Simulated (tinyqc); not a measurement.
Frenkel-Kontorova chain: a misfit dislocation (kink) in a monolayer on a periodic substrate: one step, computed by the program tinyqc. Command: `OMP_NUM_THREADS=1 python tinyqc.py 3026671 3026672 out.jsonl fkchain walk`. One thread of a shared host (Intel(R) Xeon(R) Processor @ 2.30GHz), about 0.02 s of CPU time with the checks.

E = sum_j [(k/2)(x_(j+1) - x_j - b)^2 + (W/2)(1 - cos(2 pi x_j/a))], x_j = a (j + u_j). A kink takes u from 0 to 1: the chain is stretched by one period and has one atom fewer than wells.

Question. Continuum limit. l0 = sqrt(k a^2/(2 W)); kink u(j) = (2/pi) arctan exp(pi j/l0); kink energy at f = 0: E0 = (4/pi) W l0; with misfit E0 - k a^2 f; kinks become favourable at f_c = 2/(pi l0), and a coherent chain with free ends loses stability at f_m = 1/l0. Lowest vibration of the flat chain: nu0 = 15.6333042 THz x sqrt(2 pi^2 W/(a^2 M)).

Inputs (values chosen for the exercise, for a model overlayer): spring constant k = 3.56 eV/angstrom^2; substrate period a = 3.89 angstrom; corrugation W = 3.18 eV; misfit f = (b - a)/a = 0.15; atomic mass M = 147 u.

Constants: nu for 1 eV/(angstrom^2 u) = 15.6333042 THz.

Give: kink width l0; kink energy E0; kink energy with misfit; critical misfit f_c; limit f_m; gap frequency nu0.

Answer.

kink width l0 = 2.9104

kink energy E0 = 11.784 eV

kink energy with misfit = 3.7032 eV

critical misfit f_c = 0.21874

limit f_m = 0.34360

gap frequency nu0 = 2.6262 THz

f < f_c: the layer stays in register. Caution: a corrugation above 1 eV is larger than real overlayers usually show; it is chosen to keep the kink narrow. Caution: for l0 below about 3 the kink spans few atoms, and the continuum kink energy is off by about 2 per cent or more.
